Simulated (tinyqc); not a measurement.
Threshold spread from leakage statistics.

Problem. VT is Gaussian with standard deviation s and Ioff goes as exp(-VT/(n Vt)), so Ioff is log-normal: mean/median = exp(w^2/2) with w = s/(n Vt). Find w, s, the relative standard deviation sqrt(exp(w^2) - 1) and the share of devices that leak more than the mean, erfc(w/(2 sqrt(2)))/2.

Inputs (values chosen for the exercise): temperature T = 400 K; subthreshold factor n = 1.42.

Constants: q = 1.602176634e-19 C, kB = 1.380649e-23 J/K, Vt = kB T/q. Results are converted to the units shown.

mean/median of the off current = 1.1665318

Answer. w = sqrt(2 ln(mean/median)); the mean lies w/2 standard deviations out in ln Ioff.

w = 0.5550
s = 27.17 mV
relative standard deviation = 0.6007
share above the mean = 39.07 %

Program tinyqc, `OMP_NUM_THREADS=1 python tinyqc.py 2090129 2090130 out.jsonl`; Intel Xeon 2.30GHz, shared host, one thread, about 0.01 s.
